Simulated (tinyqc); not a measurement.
Worked calculation: extended Hueckel theory, for BeH2+. The parameters take no account of the charge, which enters only through the electron count. One step of it, computed by the program tinyqc.

Question. Wolfsberg-Helmholz matrix. H_ij = K' S_ij (H_ii + H_jj)/2 for i != j (the diagonal keeps H_ii), with K' = K + D^2 + D^4 (1 - K), D = (H_ii - H_jj)/(H_ii + H_jj), K = 2.

overlap S, lower triangle:
```
           1Be 2s   1Be 2px    1Be 2py   1Be 2pz     2H 1s     3H 1s
1Be 2s   1.000000
1Be 2px  0.000000  1.000000
1Be 2py  0.000000  0.000000   1.000000
1Be 2pz  0.000000  0.000000   0.000000  1.000000
2H 1s    0.422279  0.000000   0.521171  0.000000  1.000000
3H 1s    0.437852  0.000000  -0.532544  0.000000  0.023459  1.000000
```

diagonal H_ii (eV): 1Be 2s -10.000000, 1Be 2px -6.000000, 1Be 2py -6.000000, 1Be 2pz -6.000000, 2H 1s -13.600000, 3H 1s -13.600000

K = 2.000000

Give: H.

Answer.

H (eV), lower triangle:
```
           1Be 2s  1Be 2px   1Be 2py  1Be 2pz     2H 1s     3H 1s
1Be 2s   -10.0000
1Be 2px    0.0000  -6.0000
1Be 2py    0.0000   0.0000   -6.0000
1Be 2pz    0.0000   0.0000    0.0000  -6.0000
2H 1s    -10.0790   0.0000  -10.8674   0.0000  -13.6000
3H 1s    -10.4507   0.0000   11.1046   0.0000   -0.6381  -13.6000
```
